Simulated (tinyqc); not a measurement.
Inside a calculation. Model: sputter depth profiling of a dopant layer: erosion rate, quantification and the mixing-roughness response. Computed by tinyqc, a small Python program that keeps every step. Command: `OMP_NUM_THREADS=1 python tinyqc.py 3011295 3011296 out.jsonl sims walk`. One thread of a shared host (Intel(R) Xeon(R) Processor @ 2.30GHz), about 0.04 s of CPU time with the checks. Intermediate numbers are printed to about 7 digits and carried at full precision; extremes and crossings named in words are read from the listed rows.

A rastered ion beam erodes silicon (49.94 atoms per nm^3). The measured profile is the true one convolved with a depth response.

Inputs (values chosen for the exercise, modelled on a dopant in silicon under an oxygen or caesium beam):
```
quantity                               value    unit
beam energy E                            4.5     keV
beam current                              96      nA
raster side                              400      um
sputter yield at 1 keV                   1.3       -
mixing length at 1 keV                   2.1      nm
roughness sigma                            1      nm
depth of the top edge z0                  20      nm
box width b                              8.8      nm
box concentration C                  3.2e+19  1/cm^3
relative sensitivity factor RSF      7.7e+21  1/cm^3
matrix count rate                    1.3e+06     1/s
background count rate                    4.3     1/s
counting time per point                  0.5       s
level that defines the junction C_B    3e+17  1/cm^3
```

True profile: box.

Constants: e = 1.602176634e-19 C.

## Erosion and sensitivity

Scaling chosen for the exercise: yield Y = Y1 E^0.5, mixing length w = w1 E^0.5 (E in keV). Erosion rate = Y I/(e x raster^2 x density); depth step = rate x counting time; concentration = RSF x counts/matrix counts; detection limit = RSF x 3 sqrt(background x time)/(matrix rate x time).

yield Y = 2.757716

mixing length w = 4.454773 nm

erosion rate = 0.2067959 nm/s

depth step = 0.1033980 nm

detection limit = 5.210961e+16 1/cm^3

Caution: with so few background counts Poisson statistics, not 3 sqrt(N), set the true limit.

## Measured shape

Mixing alone turns a layer at z0 into (1/w) exp(-(z - z0 + w)/w) for z > z0 - w; roughness adds a Gaussian of width sigma. With x = z - z0 + w: g(x) = (1/(2w)) exp(sigma^2/(2 w^2) - x/w) erfc((sigma/w - x/sigma)/sqrt2), and its integral G(x) = (1/2) erfc(-x/(sigma sqrt2)) - w g(x). Measured: C [G(x) - G(x - b)]. Find the maximum, the full width at half maximum and the deep point where the profile falls to C_B; far down, the trailing edge decays by w ln(10) per decade.

depth of the maximum = 23.48355 nm

peak concentration = 2.577818e+19 1/cm^3

full width at half maximum = 9.894139 nm

apparent junction depth = 44.59478 nm

trailing slope = 10.25749 nm/decade

The true deep edge lies at 28.8 nm, so the junction appears 15.8 nm too deep. The peak reaches 80.6 % of the true concentration.

## Moments

Convolution adds means and variances: the response has mean 0 (shift -w plus exponential mean w) and variance w^2 + sigma^2; a box adds the mean b/2 and the variance b^2/12.

centroid = 24.4 nm

standard deviation = 5.224781 nm

maximum minus centroid = -0.9164525 nm

The centroid stays at the true position while the maximum lies nearer the surface, so depth is read from the centroid.

## Points of the profile

Counts = concentration x matrix rate x time/RSF + background x time; relative noise 1/sqrt(counts). Depths are z0 - w + k (w + sigma), k = -0.5, 0, 0.5, 1, 2, 3, 5, 8, 12.

Profile:
```
k       z (nm)  measured (1/cm^3)        counts  relative noise
-0.5  12.81784       6.542781e+15  2.702313e+00       0.6083201
0.0   15.54523       2.506103e+18  2.137042e+02       0.0684059
0.5   18.27261       1.421644e+19  1.202239e+03       0.0288406
1.0   21.00000       2.235414e+19  1.889188e+03       0.0230071
2.0   26.45477       1.755409e+19  1.483989e+03       0.0259588
3.0   31.90955       5.173699e+18  4.388908e+02       0.0477333
5.0   42.81909       4.469231e+17  3.987727e+01       0.1583570
8.0   59.18341       1.134698e+16  3.107862e+00       0.5672430
12.0  81.00250       8.467271e+13  2.157148e+00       0.6808635
```

## Beam energy: resolution against speed

Width = full width at half maximum; the apparent junction is the deep point where the profile falls to C_B; time to profile to twice z0 = 2 z0/erosion rate, at fixed current.

Measured values:
```
E (keV)    w (nm)  peak (1/cm^3)  width (nm)  apparent junction (nm)  time (min)
0.15     0.813327   3.193596e+19     8.80602                32.39926    17.65743
0.25     1.050000   3.182843e+19     8.81713                33.12914    13.67738
0.50     1.484924   3.144573e+19     8.86046                34.58199     9.67137
1.00     2.100000   3.054429e+19     8.97673                36.71245     6.83869
2.00     2.969848   2.885978e+19     9.24095                39.70932     4.83569
4.00     4.200000   2.629407e+19     9.76827                43.78039     3.41935
8.00     5.939697   2.300358e+19    10.70224                49.14963     2.41784
```

From the highest to the lowest energy the width goes from 10.7 to 8.81 nm, towards the floor set by roughness and the box width 8.8 nm, and the junction error from 20.3 to 3.60 nm, at 7.3 times the time. Extrapolating the tail slope to zero energy separates mixing from real diffusion. Caution: the surface transient, segregation under the beam and the growth of roughness with depth are left out, and real yields fall faster near the sputter threshold.

Checks made by the program: dose under the measured profile (relative difference below 1e-10).
